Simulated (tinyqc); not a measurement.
# Gate work function from the charge

Inverse problem. For an undoped double gate, Q = 8 eps0 eps_r Vt beta tan(beta)/ts with 0 < beta < pi/2, and at the source (Vg - dphi)/(2 Vt) - ln[(2/ts) sqrt(2 eps0 eps_r Vt/(q ni))] = ln(beta) - ln(cos beta) + 2 r beta tan(beta), r = eps_r tox/(eox ts). Find beta and dphi.

Values chosen for this exercise; material values close to those of silicon:
```
symbol  value  unit                                      meaning
T         300     K                                  temperature
eps_r    11.7         relative permittivity of the semiconductor
eox      3.96        relative permittivity of the gate insulator
tox       1.5    nm                          insulator thickness
ts          6    nm                               body thickness
Vg       0.62     V                                 gate voltage
```

Constants: q = 1.602176634e-19 C, kB = 1.380649e-23 J/K, Vt = kB T/q, eps0 = 8.8541878128e-14 F/cm where lengths are in cm. Results are converted to the units shown.

Qs = 3.5026034 nC/cm^2
ni = 1.0598354e10 cm^-3

Solution. beta tan(beta) rises from 0 without bound on the interval, so the charge fixes beta; the second relation is then explicit in dphi.

beta = 0.0989
dphi = 0.230 V

Numbers from tinyqc (`OMP_NUM_THREADS=1 python tinyqc.py 2440023 2440024 out.jsonl`; about 0.02 s on one thread of a shared Intel Xeon 2.30GHz).
